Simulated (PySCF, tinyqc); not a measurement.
Worked calculation: FCI on RHF in the sto-3g basis, frozen core, for BeH+, spin multiplicity 1. The lowest restricted solution is unstable here: a spin-polarised one lies 0.0000 hartree lower (PySCF). One step of it, computed by the program tinyqc.

Task: FCI: roots. Diagonalise (each vector has its largest component positive (the first on a tie)); all determinants have Ms = 0, so triplets appear too. The lowest singlet root is the correlation energy.

Occupation strings over the orbitals (2 doubly, a alpha, b beta, 0 empty; spin orbitals ordered 1a 1b 2a 2b ...): 220000 2ab000 2a000b 2ba000 2b000a 202000 20a00b 200200 200020 20b00a 200002

H - E(HF) between determinants (hartree):
```
,220000,2ab000,2a000b,2ba000,2b000a,202000,20a00b,200200,200020,20b00a,200002
220000,0.000000,0.000000,0.000000,0.000000,0.000000,0.051546,-0.052373,0.044370,0.044370,0.052373,0.120482
2ab000,0.000000,0.148550,0.004164,-0.051546,0.052373,0.101062,0.046461,0.033252,0.033252,0.050771,-0.056570
2a000b,0.000000,0.004164,0.480799,0.052373,-0.120482,0.046461,-0.002916,-0.027273,-0.027273,0.056570,0.029591
2ba000,0.000000,-0.051546,0.052373,0.148550,0.004164,-0.101062,0.050771,-0.033252,-0.033252,0.046461,0.056570
2b000a,0.000000,0.052373,-0.120482,0.004164,0.480799,-0.046461,0.056570,0.027273,0.027273,-0.002916,-0.029591
202000,0.051546,0.101062,0.046461,-0.101062,-0.046461,0.574784,0.115634,0.049846,0.049846,-0.115634,0.063013
20a00b,-0.052373,0.046461,-0.002916,0.050771,0.056570,0.115634,0.652034,-0.010224,-0.010224,-0.063013,0.000522
200200,0.044370,0.033252,-0.027273,-0.033252,0.027273,0.049846,-0.010224,0.693620,0.024249,0.010224,0.023626
200020,0.044370,0.033252,-0.027273,-0.033252,0.027273,0.049846,-0.010224,0.024249,0.693620,0.010224,0.023626
20b00a,0.052373,0.050771,0.056570,0.046461,-0.002916,-0.115634,-0.063013,0.010224,0.010224,0.652034,-0.000522
200002,0.120482,-0.056570,0.029591,0.056570,-0.029591,0.063013,0.000522,0.023626,0.023626,-0.000522,0.996472
```

Give: lowest roots of this matrix, relative to E(HF); lowest vectors; <S^2> of these roots; weight of the ground state by excitation level 0, 1, 2, ....

Result:

lowest roots of this matrix, relative to E(HF) (hartree): -0.0323  0.0711  0.1250  0.3522  0.4441  0.6230  0.6344  0.6694

lowest vectors:
```
,root 1,root 2,root 3,root 4
220000,0.9756,0.0000,-0.1076,0.0000
2ab000,0.0451,0.6881,0.6427,0.0792
2a000b,0.0208,-0.1127,0.0968,0.6776
2ba000,-0.0451,0.6881,-0.6427,0.0792
2b000a,-0.0208,-0.1127,-0.0968,0.6776
202000,-0.1160,0.0000,-0.3433,0.0000
20a00b,0.0870,-0.1175,0.0711,-0.1860
200200,-0.0469,0.0000,-0.0285,0.0000
200020,-0.0469,0.0000,-0.0285,0.0000
20b00a,-0.0870,-0.1175,-0.0711,-0.1860
200002,-0.1013,0.0000,0.1180,0.0000
```

<S^2> of these roots: 0.0000  2.0000  0.0000  2.0000  0.0000  2.0000  0.0000  0.0000

weight of the ground state by excitation level 0, 1, 2, ...: 0.9518  0.0049  0.0433
